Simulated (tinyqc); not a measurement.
What each parameter does: pair of shallow donors (hydrogen-like orbitals).

Each donor has the orbital exp(-r/a); energy unit Ha* = q/(eps a), q = e^2/(4 pi eps0), so that a lone donor is bound by Ha*/2; x = R/a. One electron: S = (1 + x + x^2/3) exp(-x), j = 1/x - (1 + 1/x) exp(-2x), k = (1 + x) exp(-x); levels E(+/-) = -1/2 - (j +/- k)/(1 +/- S) in Ha*, without the repulsion of the ions, split by D = |E(-) - E(+)|. In six valleys the overlaps S and k are multiplied by v = [cos(K Rx) + cos(K Ry) + cos(K Rz)]/3, K = k0 (2 pi/a_lat), for isotropic envelopes and the symmetric valley state.

Two electrons, Heitler-London: with S' = (1 - x + x^2/3) exp(x), C = 1/x - exp(-2x)(1/x + 11/8 + 3x/4 + x^2/6), X = (1/5){exp(-2x)(25/8 - 23x/4 - 3x^2 - x^3/3) + (6/x)[S^2 (0.5772157 + ln x) + S'^2 Ei(-4x) - 2 S S' Ei(-2x)]}, Q = C - 2j + 1/x and A = X - 2 S k + S^2/x, the singlet and triplet lie at (Q +/- w A)/(1 +/- w S^2) from two lone donors, with the valley weight w = v^2; the exchange is J = triplet - singlet.

Constants: e^2/(4 pi eps0) = 14.39964547 eV angstrom.

Inputs chosen for the exercise (near those of two donors in Si; the results hold for these values, not for the real material):
```
symbol  value          unit        meaning
a       16.3           angstrom    orbital radius
eps     11.7                       dielectric constant
n       (7.5, 7.5, 0)  a_lat       separation vector
a_lat   5.431          angstrom    lattice constant
k0      0.858          2 pi/a_lat  valley position
```

x, D = |E(-) - E(+)| and J.

One parameter was then changed.

Results before and after:
```
case         x  D (meV)  J (micro-eV)
base     3.534    2.569           226
changed  3.534    1.729           103
```

Which of these changes was made? (a) a = 17.9 angstrom; (b) n = (8.5, 7.5, 0) a_lat; (c) k0 = 0.838 2 pi/a_lat; (d) eps = 12.9.

Answer: (c) k0 = 0.838 2 pi/a_lat. Of the candidates, run in turn, only this one gives the changed row.

All candidates:
```
case                         x  D (meV)  J (micro-eV)
base                     3.534    2.569           226
a = 17.9 angstrom        3.218    2.858           315
eps = 12.9               3.534    2.330           205
k0 = 0.838 2 pi/a_lat    3.534    1.729           103
n = (8.5, 7.5, 0) a_lat  3.777   0.4809          7.89
```

Run: tinyqc, `OMP_NUM_THREADS=1 python tinyqc.py 1282233 1282234 out.jsonl`; Intel(R) Xeon(R) Processor @ 2.30GHz, one thread, shared host; about 0.01 s of CPU time with all checks.
